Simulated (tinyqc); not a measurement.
Raman line shape of confined optical phonons and breathing modes of small crystals: one step, computed by the program tinyqc. Command: `OMP_NUM_THREADS=1 python tinyqc.py 3010535 3010536 out.jsonl confine walk`. One thread of a shared host (Intel(R) Xeon(R) Processor @ 2.30GHz), about 0.02 s of CPU time with the checks.

Confinement in 2 direction(s) lets phonons with q away from zero scatter light. q is in units of 2 pi/a, from 0 to 1, and the branch is isotropic: omega(q)^2 = (omega_0^2 + omega_X^2)/2 + ((omega_0^2 - omega_X^2)/2) cos(pi q). The model and its constant beta are phenomenological; beta = 8 is the common choice.

Task: Intensity at one frequency. Weight W(q) = q^1 exp(-(2 L q/a)^2/(2 beta)) dq, that is exp(-k^2 L^2/(2 beta pi^2)) for k = 2 pi q/a. I(omega) = int W(q) / [(omega - omega(q))^2 + (Gamma_0/2)^2] dq / int W dq x (Gamma_0/2)^2, by 400 Gauss-Legendre points on 0 < q < min(1, 2.5 a sqrt(2 beta)/L). Bulk Lorentzian 1/(1 + (2 offset/Gamma)^2); mean shift = weighted mean of omega(q) less the bulk frequency.

Inputs (values chosen for the exercise, modelled on silicon):

| quantity | value | unit |
|---|---|---|
| bulk frequency omega_0 | 520.5 | 1/cm |
| frequency at the zone boundary omega_X | 428 | 1/cm |
| natural width Gamma_0 | 3.4 | 1/cm |
| lattice constant a | 5.431 | angstrom |
| size L | 12 | nm |
| confinement constant beta | 3 | - |
| probe offset omega - omega_0 | -1 | 1/cm |

Shape: wire.

Give: I at the probe offset; bulk Lorentzian there; mean shift, from the weights.

Result:

I at the probe offset = 0.86631

bulk Lorentzian there = 0.74293

mean shift, from the weights = -0.63649 1/cm
